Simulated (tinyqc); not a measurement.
Reaction control against transport control: chemical vapour deposition: Grove model, boundary layer, depletion and step coverage. Computed by tinyqc, a small Python program. Command: `OMP_NUM_THREADS=1 python tinyqc.py 3004345 3004346 out.jsonl cvd walk`. One thread of a shared host (Intel(R) Xeon(R) Processor @ 2.30GHz), about 0.01 s of CPU time with the checks.

A precursor diffuses to the surface and reacts there at first order; each molecule that reacts adds one formula unit of film.

Inputs (values chosen for the exercise, close to those used for tungsten from its fluoride):
```
quantity                                            value                unit
prefactor k0 of k_s                                 17000                cm/s
activation energy E                                 0.715                  eV
temperature T                                         460                   C
total pressure p                                      760                torr
mole fraction of the precursor Y                    0.015                   -
gas diffusivity D0 at 273.15 K and 760 torr          0.23              cm^2/s
film density N                                    6.3e+22  formula units/cm^3
gas velocity U                                         11                cm/s
kinematic viscosity nu0 at 273.15 K and 760 torr     0.87              cm^2/s
susceptor length L                                     42                  cm
channel height b                                      5.2                  cm
```

Reactor: horizontal, atmospheric.

Constants: k_B = 8.617333262e-05 eV/K; k_B = 1.380649e-23 J/K.

Method:
- k_s = k0 exp(-E/(k_B T)); C_g = Y p/(k_B T), 1 torr = 133.322 Pa; D = D0 (T/273.15)^1.75 (760/p).
- nu = nu0 (T/273.15)^1.75 (760/p); Re = U L/nu; mean boundary layer delta = (2/3) L/sqrt(Re), at most b/2; h_g = D/delta.
- Fluxes in series: C_s = C_g/(1 + k_s/h_g); growth rate G = k_s h_g/(k_s + h_g) C_g/N; 1 cm/s = 6e8 nm/min.
- Temperatures in kelvin are T(C) + 273.15.

Rates:
```
T (C)  k_s (cm/s)  h_g (cm/s)  G (nm/min)  reaction limit (nm/min)  transport limit (nm/min)
260    2.9626e-03     0.33984        5.78               5.8258e+00                    668.28
310    1.1251e-02     0.36757       19.63               2.0227e+01                    660.83
360    3.4606e-02     0.39500       52.69               5.7304e+01                    654.07
410    9.0304e-02     0.44000      114.99               1.3859e+02                    675.26
460    2.0675e-01     0.49790      208.90               2.9565e+02                    712.00
510    4.2583e-01     0.55883      323.53               5.7006e+02                    748.12
560    8.0421e-01     0.62276      441.66               1.0120e+03                    783.66
610    1.4133e+00     0.68962      550.20               1.6778e+03                    818.68
660    2.3381e+00     0.75939      644.02               2.6269e+03                    853.20
```

The apparent activation energy of G is 0.66 eV between the first rows and 0.22 eV between the last, against E = 0.715 eV. k_s passes h_g between 510 and 560 C, where control shifts from the surface to the gas. In the reaction limit the slope is E - k_B T, because C_g falls as 1/T; any further lowering comes from transport. The transport limit turns upwards in the rows where delta has reached its cap b/2.

Extremes, crossings and ranges named in words are read from the listed rows.
